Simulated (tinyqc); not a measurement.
Density dependence: plasmons of a degenerate electron gas in the random-phase approximation.

Zero temperature, parabolic band: kF = (3 pi^2 n)^(1/3), EF = c kF^2/m, Ep^2 = 8 pi c e2 n/(m eb), qTF^2 = 6 pi e2 n/(eb EF), c = hbar^2/2m0, e2 = e^2/(4 pi eps0), n in 1/angstrom^3 (1e-24 per 1/cm^3).

Lindhard function: eps(q, E)/eb = 1 + (qTF/q)^2 (f1 + i f2) with z = q/(2 kF), u = E/(hbar vF q), hbar vF = 2 c kF/m; f1 = 1/2 + [h(z - u) + h(z + u)]/(8 z), h(x) = (1 - x^2) ln|(x + 1)/(x - 1)|; f2 = pi u/2 for z + u < 1, (pi/(8 z))(1 - (z - u)^2) for |z - u| < 1 < z + u, else 0. Pairs exist for c (q^2 - 2 q kF)/m < E < c (q^2 + 2 q kF)/m.

Constants: hbar^2/2m0 = 3.80998211 eV angstrom^2; e^2/(4 pi eps0) = 14.39964547 eV angstrom; a0 (Bohr radius) = 0.5291772105 angstrom.

Inputs chosen for the exercise (out of a larger set: mass and background constant near those of GaN; polar phonons, which mix with the plasmon in the real crystal, and the rise of the mass with filling are left out; not measured data): n = 1.5e+18 1/cm^3 (electron density); m = 0.2 m0 (mass); eb = 5.39 (background dielectric constant).

n is multiplied by the factor listed.

Results:
```
factor     rs  EF (meV)  Ep (meV)  Ep/EF  qc/kF  alpha = 3 EF/(5 Ep)
0.10    8.187     5.147     13.85  2.691  1.232                0.223
0.20    6.498     8.171     19.59  2.397  1.131                0.250
0.50    4.788     15.05     30.97  2.058  1.011                0.292
2.0     3.016     37.92     61.95  1.633  0.851                0.367
5.0     2.222     69.86     97.94  1.402  0.759                0.428
10      1.764     110.9     138.5  1.249  0.695                0.480
```

Give the missing row, factor = 1.0.

Computed row:
```
factor     rs  EF (meV)  Ep (meV)  Ep/EF  qc/kF  alpha = 3 EF/(5 Ep)
1.0     3.800     23.89     43.80  1.833  0.927                0.327
```

Over two decades Ep grows by 10.0 (n^(1/2)) and EF by 21.5 (n^(2/3)), so Ep/EF falls from 2.691 to 1.249 as sqrt(rs), and qc/kF from 1.232 to 0.695: in a dense gas the plasmon enters the continuum earlier on the scale of kF. alpha is the coefficient in E = Ep + alpha hbar^2 q^2/(m m0). The random-phase values are only rough in the rows with rs above about 2 (up to 8.2 here); in a doped crystal the Mott density, below which donors bind the electrons, lies near rs = 2.4 when rs is formed with the static constant.

tinyqc: `OMP_NUM_THREADS=1 python tinyqc.py 1652425 1652426 out.jsonl`; about 0.01 s, one thread, shared Intel(R) Xeon(R) Processor @ 2.30GHz.
